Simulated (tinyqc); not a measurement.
# Worked calculation: elastic trap-assisted tunnelling through a dielectric

tinyqc, about 0.04 s, one thread, Intel Xeon 2.30GHz (shared host): `OMP_NUM_THREADS=1 python tinyqc.py 2370098 2370099 out.jsonl` Printed values are rounded.

Emitter at x = 0 (Fermi level 0), collector at x = t (Fermi level -V), band edge U(x) = phi - F x, F = V/t. A trap at x has the energy E = U(x) - Et. With G(u) = (4/(3 F)) sqrt(mo/C) max(u, 0)^1.5, C = hbar^2/(2 m0): S1 = G(phi - E) - G(Et), S2 = G(Et) - G(phi - V - E), T1,2 = exp(-S1,2). The steady rate through one trap is nu T1 T2 (f1 - f2)/(T1 + T2), f1 = f(E), f2 = f(E + V), f(y) = 1/(1 + exp(y/Vt)); both contacts offer states at E.

Parameters, values chosen for the exercise; dielectric values close to those of silicon dioxide:
- T = 300 K (temperature)
- phi = 3.05 eV (barrier above the emitter Fermi level)
- mo = 0.51 m0 (tunnelling mass)
- t = 6.3 nm (thickness)
- Et = 2.23 eV (trap depth below the band edge of the dielectric)
- Nt = 1.2e17 cm^-3 (trap density)
- nu = 1e13 1/s (attempt frequency)
- n = 9 (points of the grid)
- V = 3.21 V (voltage)
- xa = 1.84 nm (left end of the grid)
- xb = 2.94 nm (right end of the grid)

Constants: q = 1.602176634e-19 C, kB = 1.380649e-23 J/K, hbar = 1.054571817e-34 J s, m0 = 9.1093837015e-31 kg, Vt = kB T/q, hbar^2/(2 m0) = 0.0380998212 eV nm^2. Results are converted to the units shown.

Range of the model: Phonon-assisted (inelastic) capture, chains of traps and a spread of trap depths are left out.

## Rate through a trap near the best position

n equally spaced x from xa to xb, where nearly all of the current flows; J = q Nt times the integral of the rate, by Simpson's rule.

```
point   x (nm)     E (eV)       S1       S2   f1 - f2  rate (1/s)
0      1.84000  -0.117524  22.0904  31.8827  0.989502    0.140899
1      1.97750  -0.187583  23.8910  31.8388  0.999295    0.148630
2      2.11500  -0.257643  25.7111  31.5906  0.999953    0.190173
3      2.25250  -0.327702  27.5506  31.2252  0.999997    0.268037
4      2.39000  -0.397762  29.4093  30.7727   1.00000    0.344079
5      2.52750  -0.467821  31.2870  30.2476   1.00000    0.190867
6      2.66500  -0.537881  33.1834  29.6587   1.00000   0.0376718
7      2.80250  -0.607940  35.0985  29.0124   1.00000  0.00570082
8      2.94000  -0.678000  37.0320  28.3133         1  8.26319e-4
```

J = 3.29436e-10 A/cm^2

A converged quadrature gives 3.957e-10 A/cm^2; this grid is 17 % below that. The rate peaks at x = 2.39 nm; traps sink below the emitter Fermi level beyond x = 1.61 nm.

## The best-placed trap against direct tunnelling

xs = 2.39 nm

At x = xs: E, S1, S2 and the occupation (T1 f1 + T2 f2)/(T1 + T2). Direct tunnelling at E = 0 has S = (4/(3 F)) sqrt(mo/C) [phi^1.5 - max(phi - V, 0)^1.5].

E = -0.397762 eV
S1 = 29.4093
S2 = 30.7727
occupation = 0.796319
S of direct tunnelling = 50.9974

The harder of the two steps has S = 30.8, 60.3 % of the direct exponent: the trap splits one long tunnelling path into two short ones.
